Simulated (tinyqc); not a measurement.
## p-n heterojunction, non-linear Poisson equation by Newton steps, Fermi-Dirac statistics: effect of the conduction-band offset Ec2 - Ec1

One dimension, material 1 (p-type) at x < 0 and material 2 (n-type) at x > 0. Band edges: Ec = -psi in material 1 and -psi + dEc in material 2, Ev = Ec - Eg. Flat quasi-Fermi levels: 0 for holes, +V for electrons. n = Nc F((EFn - Ec)/Vt), p = Nv F((Ev - EFp)/Vt), with F(eta) = F_1/2(eta) = (2/sqrt(pi)) int_0^infinity sqrt(u) du/(1 + exp(u - eta)) (Fermi-Dirac statistics); full ionisation, no interface charge, classical densities; the doping types are chosen for the exercise. The polarisation charge of real nitride interfaces, of order 1e13 cm^-2, is left out.

Exact first integral: on each side D^2/(2 eps0 er) = G, G = q [Vt (nI_j - nI_b) + Vt (pI_j - pI_b) - C (psi_j - psi_b)], with C = -N1 or +N2, b the neutral end of that side, and nI, pI the densities with F_1/2 replaced by F_3/2(eta) = (4/(3 sqrt(pi))) int_0^infinity u^(3/2) du/(1 + exp(u - eta)). D is continuous, so er1 G1(psi_j) = er2 G2(psi_j) fixes psi_j. Ends from Nv1 F((-psi_L - Eg1)/Vt) = N1 and Nc2 F((V + psi_R - dEc)/Vt) = N2. D is counted positive when psi rises towards material 2. Depletion (Anderson) capacitance C^2 = q eps0 er1 er2 N1 N2/(2 (er1 N1 + er2 N2)(psi_R - psi_L)). -dD/dV is the change of the displacement at the interface with both quasi-Fermi levels flat; it is the terminal capacitance only while neither side holds an inversion layer. n_j and p_j are densities at the interface.

Values chosen for this exercise; band and dielectric values close to those of AlGaN and GaN:
```
symbol,value,unit,meaning
T,400,K,temperature
Eg1,3.94,eV,band gap of material 1
er1,9.23,,relative permittivity of material 1
Nc1,4.63e18,cm^-3,conduction-band density of states of material 1
Nv1,9.27e19,cm^-3,valence-band density of states of material 1
Eg2,3.41,eV,band gap of material 2
er2,9.63,,relative permittivity of material 2
Nc2,3.53e18,cm^-3,conduction-band density of states of material 2
Nv2,7.05e19,cm^-3,valence-band density of states of material 2
N1,2.8e18,cm^-3,acceptor density of material 1
N2,6.7e16,cm^-3,donor density of material 2
V,0,V,bias of side 1 against side 2
```

Constants: q = 1.602176634e-19 C, kB = 1.380649e-23 J/K, Vt = kB T/q, eps0 = 8.8541878128e-14 F/cm where lengths are in cm. Results are converted to the units shown.

Results:
```
dEc (eV),psi_R - psi_L (V),psi_j - psi_L (V),psi_R - psi_j (V),D/q (cm^-2),n_j in 1 (cm^-3),p_j in 2 (cm^-3),-dD/dV (nF/cm^2),depletion C (nF/cm^2)
-0.68,3.003,0.1045,2.899,1.429e12,7.172e-29,1.338e15,38.93,38.56
-0.6,3.083,0.1067,2.977,1.450e12,7.644e-29,1.278e16,38.21,38.05
-0.53,3.153,0.1095,3.044,1.476e12,8.288e-29,8.981e16,36.48,37.63
-0.45,3.233,0.1193,3.114,1.565e12,1.101e-28,6.865e17,28.30,37.16
-0.38,3.303,0.1444,3.159,1.775e12,2.284e-28,2.499e18,16.33,36.77
-0.31,3.373,0.1861,3.187,2.081e12,7.651e-28,5.597e18,8.799,36.38
-0.16,3.523,0.3026,3.221,2.767e12,2.247e-26,1.417e19,3.275,35.60
-0.08,3.603,0.3715,3.232,3.102e12,1.657e-25,1.910e19,2.262,35.20
```

Estimate the missing row, dEc = -0.23 eV.

Computed row:
```
dEc (eV),psi_R - psi_L (V),psi_j - psi_L (V),psi_R - psi_j (V),D/q (cm^-2),n_j in 1 (cm^-3),p_j in 2 (cm^-3),-dD/dV (nF/cm^2),depletion C (nF/cm^2)
-0.23,3.453,0.2454,3.208,2.454e12,4.271e-27,9.990e18,4.901,35.96
```

With this row back in the table: As dEc goes from -0.68 to -0.08, the total bending rises from 3.00 to 3.60 V and the sheet charge D/q rises from 1.43e12 to 3.10e12 cm^-2; the share of the bending in material 1 goes from 3.48 through a minimum of 3.46 (at dEc = -0.6 among the rows listed) to 10.3 %. The alignment is staggered for dEc = -0.68, -0.6, -0.53 eV. The capacitance departs most from the depletion formula at dEc = -0.08, where it is 94 % below it, and there the holes at the interface in material 2 outnumber its donors: an inversion layer has formed, which screens D from the bias.

Numbers from tinyqc (`OMP_NUM_THREADS=1 python tinyqc.py 2040108 2040109 out.jsonl`; about 0.3 s on one thread of a shared Intel Xeon 2.30GHz).
